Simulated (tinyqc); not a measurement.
Worked calculation: tight binding, dimerised chain. One step of it, computed by the program tinyqc.

Question. Open chain of 3 cells. The same hoppings without the wrap-around bond.

H of the open chain (eV):
```
,1,2,3,4,5,6
1,0.360000,-2.120000,0.000000,0.000000,0.000000,0.000000
2,-2.120000,-0.360000,-1.470000,0.000000,0.000000,0.000000
3,0.000000,-1.470000,0.360000,-2.120000,0.000000,0.000000
4,0.000000,0.000000,-2.120000,-0.360000,-1.470000,0.000000
5,0.000000,0.000000,0.000000,-1.470000,0.360000,-2.120000
6,0.000000,0.000000,0.000000,0.000000,-2.120000,-0.360000
```

Give: levels; weights of the highest filled level on the sites.

Answer.

levels (eV): -3.2844  -2.4011  -1.2810  1.2810  2.4011  3.2844

weights of the highest filled level on the sites: 0.1596  0.0956  0.1462  0.2605  0.0537  0.2844

The bulk gap runs from -0.7430 to 0.7430 eV; no level of this chain lies inside it.
